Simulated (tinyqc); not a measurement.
# Worked calculation: voltage acceleration of oxide breakdown, four models on the same data

Numbers from tinyqc (`OMP_NUM_THREADS=1 python tinyqc.py 2070171 2070172 out.jsonl`; about 0.01 s on one thread of a shared Intel Xeon 2.30GHz). Printed values are rounded.

Field E = V/tox in MV/cm. Models: ln(t63/1 s) = a - c X with X = E (E model), -1/E (1/E model), ln V (power law, c the exponent n) or sqrt(E).

Inputs (values chosen for the exercise): oxide thickness tox = 2 nm; use voltage Vu = 1.1 V; stress temperature Ts = 373 K; use temperature Tu = 358 K; activation energy Ea = 0.91 eV; factor for area and percentile ks = 2.7e-6.

Constants: q = 1.602176634e-19 C, kB = 1.380649e-23 J/K. Results are converted to the units shown.

Range of the model: All four laws are empirical fits; none is established far below the stress range.

## Fitting the models

```
stress  V (V)  t63 (s)
0        1.91    39060
1        2.18      730
2        2.55    6.516
```

The three stress times were made with the power model, c = 30.1, and are treated as data. For each model fit ln t63 on X by least squares over the three points.

```
model         c         a  largest misfit in ln t63 (0: below 0.002)
E       2.70830   36.3185                                   0.205058
1/E     331.092  -23.9908                                   0.208489
power   30.1000   30.0507                                   0.000000
sqrt E  18.0808   66.3902                                   0.103189
```

The worst misfit of any model is 0.21 in ln t63, a factor of 1.23 in time, comparable to the scatter of t63 from small samples, so such data hardly tell the models apart.

## Projection to use conditions

Project to Vu, multiply by exp[(Ea q/kB)(1/Tu - 1/Ts)] and by ks; ten years are 3.15576e8 s. The largest voltage for ten years solves the same relation for V.

temperature factor = 3.27470

```
model   lifetime (years)  largest voltage for ten years (V)
E             5.64006e-4                           0.377551
1/E              1486.69                            1.19968
power           0.178794                           0.962346
sqrt E        0.00732595                           0.757344
```

The lifetimes span 6.42 decades, from the E model (most cautious) to the 1/E model; the allowed voltage spans 0.378 to 1.20 V. 1 of the four models pass ten years at Vu. Lifetimes beyond a thousand years are formal extrapolations.
